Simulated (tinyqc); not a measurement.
Gate-all-around wire with two subbands, quantum capacitance: two steps of the calculation.

phi is the Fermi level above the lowest subband edge, in volts; Vg is counted from the gate voltage at which an empty wire would have phi = 0. Both directions of motion are filled (equilibrium).

Values chosen for this exercise: temperature T = 150 K; mass along the wire md = 0.069 m0; valley degeneracy gv = 4; second subband above the first E2 = 0.19 eV; orbital degeneracy of the second subband g2 = 1; gate voltage Vg = 0.63 V.

Constants: q = 1.602176634e-19 C, kB = 1.380649e-23 J/K, hbar = 1.054571817e-34 J s, m0 = 9.1093837015e-31 kg, Vt = kB T/q. Results are converted to the units shown.

Question 1. New phi. N1 = gv sqrt(2 md m0 kB T/(pi hbar^2)); n1 = N1 F(phi/Vt), n2 = g2 N1 F((phi - E2)/Vt), n = n1 + n2, F(e) = (1/sqrt(pi)) int_0^infinity u^(-1/2) du/(1 + exp(u - e)); Cq = q dn/dphi = (q N1/Vt) [F'(phi/Vt) + g2 F'((phi - E2)/Vt)]. Newton: f = phi + q (n)/Cox - Vg, phi(new) = phi - f/(1 + (Cq)/Cox).

phi after iteration 2 = 0.081506117 V
Cox = 2.8399682 pF/cm

Find: n1; n2; Cq; f; phi after iteration 3.

Answer 1.

n1 = 9.6670e6 cm^-1
n2 = 781.41 cm^-1
Cq = 10.023 pF/cm
f = -0.0030841 V
phi after iteration 3 = 0.082187 V

Question 2. Charge and capacitances at the solution. 1/C_G = 1/Cox + 1/(Cq); dphi/dVg = Cox/(Cox + Cq).

converged phi = 0.082188344 V
Cox = 2.8399682 pF/cm

Wanted: n; Cq; C_G; dphi/dVg.

Answer 2.

n = 9.710e6 cm^-1
Cq = 9.975 pF/cm
C_G = 2.211 pF/cm
dphi/dVg = 0.2216

Cq is 3.51 times Cox, so C_G is 77.8 % of Cox; 13.0 % of the gate voltage has gone into phi.

Computed by the program tinyqc: `OMP_NUM_THREADS=1 python tinyqc.py 2200108 2200109 out.jsonl`, one thread of a shared Intel Xeon 2.30GHz, about 0.01 s for the whole run.
